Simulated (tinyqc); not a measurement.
Vacuum evaporation: vapour pressure, source flux, thickness distribution, purity and step coverage: one step, computed by the program tinyqc. Command: `OMP_NUM_THREADS=1 python tinyqc.py 3111713 3111714 out.jsonl evap walk`. One thread of a shared host (Intel(R) Xeon(R) Processor @ 2.30GHz), about 0.01 s of CPU time with the checks.

Molecular flow, unit sticking of the metal, no re-evaporation. The background gas is taken as water vapour (18.015 g/mol, collision diameter 0.37 nm) at 300 K.

Task: Rate and uniformity on a fixed wafer above the source. A small source emits (n + 1) Phi area cos^n(phi)/(2 pi) per solid angle; on a parallel plane at height h and lateral distance l the arrival rate is (n + 1) Phi area/(2 pi h^2) x (1 + (l/h)^2)^(-(n + 3)/2). Growth rate = arrival rate x m/rho, m = M u. The wafer is fixed and centred above the source.

Inputs (values chosen for the exercise, modelled on gallium, with constants for the liquid):
```
quantity                    value    unit
molar mass M                69.72   g/mol
film density rho             5.91  g/cm^3
source temperature T         1230       K
source area                   3.3    cm^2
directionality n                1       -
source-to-wafer distance h     48      cm
wafer radius R                 15      cm
```

flux Phi = 2.007471e+17 1/(cm^2 s)

Constants: u = 1.6605390666e-27 kg.

Give: arrival rate at the centre; growth rate at the centre; edge over centre; non-uniformity (max - min)/(max + min); share of the material that lands on the wafer, 1 - (1 + (R/h)^2)^(-(n + 1)/2).

Result:

arrival rate at the centre = 9.152e+13 1/(cm^2 s)

growth rate at the centre = 0.01793 nm/s

edge over centre = 0.8300

non-uniformity (max - min)/(max + min) = 9.291 %

share of the material that lands on the wafer, 1 - (1 + (R/h)^2)^(-(n + 1)/2) = 8.897 %
